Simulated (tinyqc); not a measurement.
Worked calculation: RKS/PBE in the 6-311g basis, for He, spin multiplicity 1. Computed by tinyqc, a small Python program that keeps every step (integrals from PySCF). Settings: charge = 0, multiplicity = 1, basis = 6-311g, energy threshold = 1e-08, iteration cap = 54, orthogonalisation = canonical, start = core, DIIS depth = 4, method = RKS, functional = pbe,pbe, grid = [10, 26]. Command: `OMP_NUM_THREADS=1 python tinyqc.py 25485 25486 out.jsonl` (the two numbers bound the seeds that draw the settings). One thread of a shared host (Intel(R) Xeon(R) Processor @ 2.60GHz), about 0.1 s of CPU time with the checks. Later iterations appear only in the table of the cycle.

## One-electron integrals

Geometry (angstrom):
```
atom       x       y       z
He    0.0000  0.0000  0.0000
```

Basis 6-311g: exponents (1/bohr^2) and contraction coefficients of normalised primitives:
```
element  l (shell)  exponent  coefficient
He           s (1)   98.1243       0.0287
He           s (1)   14.7689       0.2081
He           s (1)    3.3188       0.8376
He           s (2)    0.8740       1.0000
He           s (3)    0.2446       1.0000
```

Overlap, kinetic and nuclear-attraction integrals over the contracted functions; the nuclear repulsion is the sum of Za Zb / Rab.

nuclear repulsion = 0 hartree

overlap S:
```
        1He 1s  1He 2s  1He 3s
1He 1s  1.0000  0.6805  0.3286
1He 2s  0.6805  1.0000  0.7516
1He 3s  0.3286  0.7516  1.0000
```

kinetic energy T (hartree):
```
        1He 1s  1He 2s  1He 3s
1He 1s  6.8571  1.4395  0.2256
1He 2s  1.4395  1.3111  0.4309
1He 3s  0.2256  0.4309  0.3668
```

nuclear attraction V (hartree):
```
         1He 1s   1He 2s   1He 3s
1He 1s  -7.3063  -3.4648  -1.5351
1He 2s  -3.4648  -2.9838  -1.7939
1He 3s  -1.5351  -1.7939  -1.5783
```

core Hamiltonian H = T + V (hartree):
```
         1He 1s   1He 2s   1He 3s
1He 1s  -0.4492  -2.0254  -1.3095
1He 2s  -2.0254  -1.6727  -1.3630
1He 3s  -1.3095  -1.3630  -1.2115
```

## Two-electron integrals

Functions are numbered as in S; the eight-fold symmetry (ij|kl) = (ji|kl) = (kl|ij) leaves the list below.

Two-electron integrals (ij|kl) in chemists' order, unique and non-zero (hartree):
```
(11|11) 2.3951   (21|11) 1.3473   (21|21) 0.7987   (22|11) 1.3584
(22|21) 0.8638   (22|22) 1.0549   (31|11) 0.6141   (31|21) 0.3686
(31|22) 0.4068   (31|31) 0.1707   (32|11) 0.8427   (32|21) 0.5470
(32|22) 0.7004   (32|31) 0.2594   (32|32) 0.4767   (33|11) 0.7670
(33|21) 0.5102   (33|22) 0.6976   (33|31) 0.2442   (33|32) 0.4947
(33|33) 0.5580
```

## Orthogonalisation

S = U s U^T; canonical form X = U s^(-1/2), so that X^T S X = 1. Each column of U has its largest component positive (the first on a tie).

eigenvalues of S: 0.1357  0.6734  2.1908

X:
```
              1        2       3
1He 1s  -1.1020   0.9132  0.3534
1He 2s   2.0642  -0.0493  0.4379
1He 3s  -1.3760  -0.8053  0.3739
```

## Starting guess

The start is the orbitals of the core Hamiltonian; D = 2 C_occ C_occ^T.

D at the start:
```
        1He 1s  1He 2s  1He 3s
1He 1s  0.2267  0.4147  0.1150
1He 2s  0.4147  0.7586  0.2104
1He 3s  0.1150  0.2104  0.0584
```

## Iteration 1: exchange-correlation on the grid

Becke grid with 10 radial and 26 angular points per atom, points of zero weight dropped. rho = sum D_ij phi_i phi_j; V_xc,ij = sum w v_xc phi_i phi_j plus the gradient terms; v_xc is d(rho eps)/d rho at fixed gradient.

The 12 grid points with the largest w rho, of 260 (bohr, atomic units):
```
x              y        z       w     rho  |grad rho|^2   eps_xc     v_xc
-0.6632   0.0000   0.0000  0.1117  0.3587        2.0345  -0.6245  -0.7050
0.0000    0.6632   0.0000  0.1117  0.3587        2.0345  -0.6245  -0.7050
0.0000    0.0000   0.6632  0.1117  0.3587        2.0345  -0.6245  -0.7050
0.0000   -0.6632   0.0000  0.1117  0.3587        2.0345  -0.6245  -0.7050
0.0000    0.0000  -0.6632  0.1117  0.3587        2.0345  -0.6245  -0.7050
0.6632    0.0000   0.0000  0.1117  0.3587        2.0345  -0.6245  -0.7050
0.4690    0.0000   0.4690  0.0893  0.3587        2.0345  -0.6245  -0.7050
0.4690    0.4690   0.0000  0.0893  0.3587        2.0345  -0.6245  -0.7050
0.0000    0.4690   0.4690  0.0893  0.3587        2.0345  -0.6245  -0.7050
0.0000   -0.4690   0.4690  0.0893  0.3587        2.0345  -0.6245  -0.7050
0.0000   -0.4690  -0.4690  0.0893  0.3587        2.0345  -0.6245  -0.7050
0.0000    0.4690  -0.4690  0.0893  0.3587        2.0345  -0.6245  -0.7050
```

electrons on the grid, sum of w rho = 2.0047

E_xc = sum of w rho eps_xc = -1.270744 hartree

V_xc (hartree):
```
         1He 1s   1He 2s   1He 3s
1He 1s  -1.2134  -0.6868  -0.3129
1He 2s  -0.6868  -0.6832  -0.4096
1He 3s  -0.3129  -0.4096  -0.3323
```

## Iteration 1: building the Kohn-Sham matrix

J_ij = sum D_kl (ij|kl); F = H + J + V_xc; E = tr D H + tr D J / 2 + E_xc + E_nn.

Coulomb J (hartree):
```
        1He 1s  1He 2s  1He 3s
1He 1s  3.2318  1.9681  0.9163
1He 2s  1.9681  2.2538  1.4653
1He 3s  0.9163  1.4653  1.4233
```

Kohn-Sham matrix F (hartree):
```
         1He 1s   1He 2s   1He 3s
1He 1s   1.5692  -0.7441  -0.7061
1He 2s  -0.7441  -0.1021  -0.3074
1He 3s  -0.7061  -0.3074  -0.1205
```

total energy of this density = -2.774317 hartree

## Iteration 1: diagonalisation and new density

Diagonalise F' = X^T F X, C = X C', fill 1 alpha and 1 beta electrons from the bottom; D = 2 C_occ C_occ^T. Each column has its largest component positive (the first on a tie).

F' = X^T F X (hartree):
```
         1        2        3
1   4.2328  -2.3947  -0.2428
2  -2.3947   2.3113   0.3343
3  -0.2428   0.3343  -0.3580
```

orbital energies (hartree): MO1 -0.4003, MO2 0.7099, MO3 5.8765

coefficients C:
```
           MO1      MO2      MO3
1He 1s  0.2445  -0.1692  -1.4439
1He 2s  0.3979  -1.1788   1.7050
1He 3s  0.5114   1.3852  -0.7082
```

D after iteration 1:
```
        1He 1s  1He 2s  1He 3s
1He 1s  0.1195  0.1946  0.2500
1He 2s  0.1946  0.3167  0.4070
1He 3s  0.2500  0.4070  0.5230
```

## Iteration 2: exchange-correlation on the grid

As before.

The 12 grid points with the largest w rho, of 260 (bohr, atomic units):
```
x              y        z       w     rho  |grad rho|^2   eps_xc     v_xc
-0.6632   0.0000   0.0000  0.1117  0.2769        0.8360  -0.5673  -0.6607
0.0000   -0.6632   0.0000  0.1117  0.2769        0.8360  -0.5673  -0.6607
0.0000    0.6632   0.0000  0.1117  0.2769        0.8360  -0.5673  -0.6607
0.0000    0.0000   0.6632  0.1117  0.2769        0.8360  -0.5673  -0.6607
0.0000    0.0000  -0.6632  0.1117  0.2769        0.8360  -0.5673  -0.6607
0.6632    0.0000   0.0000  0.1117  0.2769        0.8360  -0.5673  -0.6607
0.0000   -1.1907   0.0000  0.5432  0.0558        0.0241  -0.3582  -0.3888
0.0000    0.0000   1.1907  0.5432  0.0558        0.0241  -0.3582  -0.3888
0.0000    0.0000  -1.1907  0.5432  0.0558        0.0241  -0.3582  -0.3888
-1.1907   0.0000   0.0000  0.5432  0.0558        0.0241  -0.3582  -0.3888
1.1907    0.0000   0.0000  0.5432  0.0558        0.0241  -0.3582  -0.3888
0.0000    1.1907   0.0000  0.5432  0.0558        0.0241  -0.3582  -0.3888
```

electrons on the grid, sum of w rho = 2.0020

E_xc = sum of w rho eps_xc = -0.967153 hartree

V_xc (hartree):
```
         1He 1s   1He 2s   1He 3s
1He 1s  -1.0747  -0.6184  -0.2837
1He 2s  -0.6184  -0.6521  -0.4077
1He 3s  -0.2837  -0.4077  -0.3597
```

## Iteration 2: building the Kohn-Sham matrix

As before.

Coulomb J (hartree):
```
        1He 1s  1He 2s  1He 3s
1He 1s  2.6349  1.6418  0.7699
1He 2s  1.6418  1.9709  1.3118
1He 3s  0.7699  1.3118  1.3277
```

Kohn-Sham matrix F (hartree):
```
         1He 1s   1He 2s   1He 3s
1He 1s   1.1110  -1.0019  -0.8233
1He 2s  -1.0019  -0.3539  -0.4589
1He 3s  -0.8233  -0.4589  -0.2435
```

total energy of this density = -2.873909 hartree

## Iteration 2: DIIS over 2 matrices

error matrix X^T (FDS - SDF) X:
```
         1        2        3
1   0.0000  -0.0089   0.0181
2   0.0089   0.0000  -0.3034
3  -0.0181   0.3034   0.0000
```

B (overlaps of the stored error matrices):
```
                1               2
1   1.0811082e+00  -4.4171621e-01
2  -4.4171621e-01   1.8492450e-01
```

Minimise |sum c_i e_i|^2 with sum c_i = 1: solve [B -1; -1 0][c; lambda] = [0; -1] with B_ij = tr e_i^T e_j, and take F = sum c_i F_i.

DIIS coefficients: 0.2915  0.7085

extrapolated F (hartree):
```
         1He 1s   1He 2s   1He 3s
1He 1s   1.2446  -0.9267  -0.7891
1He 2s  -0.9267  -0.2805  -0.4147
1He 3s  -0.7891  -0.4147  -0.2076
```

## Iteration 2: diagonalisation and new density

As before.

F' = X^T F X (hartree):
```
         1        2        3
1   4.1025  -2.2988  -0.2216
2  -2.2988   2.1137   0.2249
3  -0.2216   0.2249  -0.5586
```

orbital energies (hartree): MO1 -0.5777, MO2 0.6072, MO3 5.6281

coefficients C:
```
           MO1      MO2      MO3
1He 1s  0.2728  -0.1727  -1.4384
1He 2s  0.4627  -1.1210   1.7276
1He 3s  0.4176   1.4079  -0.7246
```

D after iteration 2:
```
        1He 1s  1He 2s  1He 3s
1He 1s  0.1489  0.2525  0.2279
1He 2s  0.2525  0.4281  0.3864
1He 3s  0.2279  0.3864  0.3488
```

## Iteration 6 (converged): orbitals

converged F (hartree):
```
         1He 1s   1He 2s   1He 3s
1He 1s   1.2468  -0.9248  -0.7882
1He 2s  -0.9248  -0.2773  -0.4125
1He 3s  -0.7882  -0.4125  -0.2063
```

As before.

F' = X^T F X (hartree):
```
         1        2        3
1   4.1021  -2.3002  -0.2202
2  -2.3002   2.1150   0.2251
3  -0.2202   0.2251  -0.5559
```

orbital energies (hartree): MO1 -0.5750, MO2 0.6068, MO3 5.6294

coefficients C:
```
           MO1      MO2      MO3
1He 1s  0.2729  -0.1725  -1.4384
1He 2s  0.4614  -1.1218   1.7274
1He 3s  0.4189   1.4078  -0.7242
```

D after iteration 6:
```
        1He 1s  1He 2s  1He 3s
1He 1s  0.1490  0.2519  0.2287
1He 2s  0.2519  0.4258  0.3866
1He 3s  0.2287  0.3866  0.3510
```

## Convergence

Stop when the energy changes by less than 1e-08 hartree and every element of the error matrix X^T (F D S - S D F) X is below 3e-05.

Course of the cycle:
```
iteration  E (hartree)     change  largest element of the error matrix
1            -2.774317          -                             7.24e-01
2            -2.873909  -9.96e-02                             3.03e-01
3            -2.893284  -1.94e-02                             2.71e-03
4            -2.893286  -2.40e-06                             6.08e-04
5            -2.893286  -6.16e-08                             9.40e-07
6            -2.893286  -1.84e-13                             3.23e-11
```

PySCF RKS in the same basis, fine grid = -2.890576 hartree

Converged in 6 iterations. The coarse grid moves the energy by -2.71e-03 hartree.

## Populations

Mulliken: Z minus the diagonal of D S on the atom; Loewdin: the same with S^(1/2) D S^(1/2).

Charges (e):
```
atom  Mulliken  Loewdin
1He          0        0
```
